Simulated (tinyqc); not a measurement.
# Changing the charge q

Model: finite-size error of a charged defect in a periodic cell: Madelung and Makov-Payne terms. Computed by tinyqc, a small Python program. Command: `OMP_NUM_THREADS=1 python tinyqc.py 3016217 3016218 out.jsonl imagecharge sweep`. One thread of a shared host (Intel(R) Xeon(R) Processor @ 2.30GHz), about 0.05 s of CPU time with the checks.

L is the cube root of the cell volume. The defect charge is a Gaussian, rho(r) = q (2 pi sigma^2)^(-3/2) exp(-r^2/2 sigma^2), repeated periodically in a uniform neutralising background and screened by a continuum. The model cell energy is E(L) = E_0 + [periodic - isolated electrostatic energy].

Inputs (values chosen for the exercise, with screening close to that of GaAs):

| quantity | value | unit |
|---|---|---|
| cell length L | 13.2 | angstrom |
| dielectric constant eps | 13.3 | - |
| width sigma of the defect charge | 1.7 | angstrom |
| formation energy of the isolated defect E_0 | 1.032 | eV |

Supercell lattice: fcc. Screening: isotropic.

Constants: e^2/(4 pi eps_0) = 14.39964548 eV angstrom.

Method:
- Cell vectors: (0,1,1), (1,0,1), (1,1,0), scaled to volume L^3.
- Ewald sum for a unit point charge: scale each Cartesian component of the cell by 1/sqrt(eps_i), giving R', G' and V'; E = [ (1/2) sum erfc(eta R')/R' + (2 pi/V') sum exp(-G'^2/4 eta^2)/G'^2 - eta/sqrt(pi) - pi/(2 V' eta^2) ] e^2/(4 pi eps_0) / sqrt(eps_x eps_y eps_z), over n_i = -6..6, omitting n = (0,0,0), eta = 2/V'^(1/3). alpha = -2 E eps_g L/(e^2/(4 pi eps_0)), eps_g = (eps_x eps_y eps_z)^(1/3).
- Periodic energy of the Gaussian: (2 pi q^2/V) sum_(G != 0) exp(-sigma^2 G^2)/(G.eps.G) x e^2/(4 pi eps_0), n_i = -k..k with k = max(9, L/sigma rounded up). Isolated energy: q^2/(2 sqrt(pi) sigma) <1/(n.eps.n)> e^2/(4 pi eps_0), the mean over directions n, here 1/eps.

One run for each value:

| charge q (e) | point-charge correction -q^2 E (eV) | finite-size error (eV) |
|---|---|---|
| 1 | 0.1185 | -0.1099 |
| 2 | 0.4738 | -0.4396 |
| 3 | 1.0661 | -0.9891 |
| 4 | 1.8952 | -1.7584 |
| 5 | 2.9613 | -2.7476 |

Over the rows, point-charge correction -q^2 E (eV) rises from 0.118 to 2.96 (exponent d ln y / d ln x about 2.0 throughout); finite-size error (eV) falls from -0.110 to -2.75 (exponent d ln y / d ln x about 2.0 throughout). Every term goes as q^2.
